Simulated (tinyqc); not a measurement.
Inside a calculation. Model: floating body of a partially depleted SOI transistor: body voltage and kink.

Program tinyqc, `OMP_NUM_THREADS=1 python tinyqc.py 2182096 2182097 out.jsonl`; Intel Xeon 2.30GHz, shared host, one thread, about 0.2 s. Printed values are rounded.

Source at 0 V. Channel current Ic = 2 nf K Vt^2 [F(0) - F(Vd)](1 + la Vd), F(V) = ln^2(1 + exp((Vg - VT - nf V)/(2 nf Vt))), VT = VT0 - gb Vb. Saturation voltage Vs = 2 Vt sqrt(F(0)) + 3 Vt, excess Ve = (Vd - Vs + sqrt((Vd - Vs)^2 + 0.0004 V^2))/2, multiplication M1 = Ai Ve exp(-Bl/Ve). Each junction passes D(v) = J1 (exp(v/Vt) - 1) + J2 (exp(v/(2 Vt)) - 1). Bipolar current Ib = bb J1 (exp(Vb/Vt) - 1). The body settles where M1 (Ic + Ib) = D(Vb) + D(Vb - Vd) + Vb/Rb; drain current Id = (1 + M1)(Ic + Ib) - D(Vb - Vd).

Values chosen for this exercise; values of the order met in partially depleted silicon-on-insulator transistors: temperature T = 330 K; threshold at zero body voltage VT0 = 0.42 V; fall of the threshold per volt of body voltage gb = 0.27; slope factor nf = 1.48; gain factor per width K = 270 uA/(V^2 um); channel-length modulation factor la = 0.08 1/V; impact-ionisation prefactor Ai = 2.1 1/V; impact-ionisation voltage Bl = 6.2 V; diffusion saturation current of each junction J1 = 4.2e-12 uA/um; recombination saturation current of each junction J2 = 3e-7 uA/um; gain of the lateral bipolar transistor on the diffusion current bb = 1; resistance of a weak body tie to the source (1e9 stands for no tie, and the term is then dropped) Rb = 30000 kohm um; gate voltage Vg = 0.47 V; drain voltage Vd = 1.3 V.

Constants: q = 1.602176634e-19 C, kB = 1.380649e-23 J/K, Vt = kB T/q. Results are converted to the units shown.

Range of the model: The multiplication law is an empirical form chosen for the exercise; self-heating and capacitive coupling to the body are left out, and the linear laws are rough once Vb passes about 0.7 V or M1 about 0.1.

## Starting value

Vb = 0.64 V.

Vb at the start = 0.64 V

## Iteration 1: new Vb

Current into the body I_in = M1 (Ic + Ib) - D(Vb - Vd), current out I_out = D(Vb) + Vb/Rb; f = ln(I_in/I_out), s = df/dVb by central differences over 1e-5 V, Vb(new) = Vb - f/s.

Ic = 5.26084 uA/um
Ve = 1.06035 V
M1 = 0.00643114
I_in = 0.0339941 uA/um
I_out = 0.0694301 uA/um
f = -0.714134
s = -17.7210 1/V
Vb after iteration 1 = 0.599701 V

## Iteration 2: new Vb

As before.

Ic = 4.80549 uA/um
Ve = 1.06718 V
M1 = 0.00671955
I_in = 0.0323317 uA/um
I_out = 0.0374303 uA/um
f = -0.146432
s = -10.6744 1/V
Vb after iteration 2 = 0.585983 V

## Iteration 3: new Vb

As before.

Ic = 4.65613 uA/um
Ve = 1.06949 V
M1 = 0.00681921
I_in = 0.0317769 uA/um
I_out = 0.0322162 uA/um
f = -0.0137299
s = -8.72288 1/V
Vb after iteration 3 = 0.584409 V

## Course of the iteration

Stop when the step is below 1e-10 V, or after 40 iterations.

Course of the iteration:
```
iteration  Vb before the step (V)  step (V)
1                            0.64   -0.0403
2                        0.599701   -0.0137
3                        0.585983  -1.57e-3
4                        0.584409  -1.89e-5
5                        0.584390  -2.71e-9
6                        0.584390   < 1e-14
```

Converged in 6 iterations.

## Drain current with floating and with grounded body

converged Vb = 0.584390 V

Id and VT at the converged Vb, Id at Vb = 0, their ratio, and the bipolar share Ib/(Ic + Ib).

VT = 0.262215 V
Id, floating = 4.67421 uA/um
Id, grounded = 0.770964 uA/um
ratio = 6.06282
bipolar share = 0.0760920 %

The body rises to 0.584 V and lowers the threshold by 158 mV.
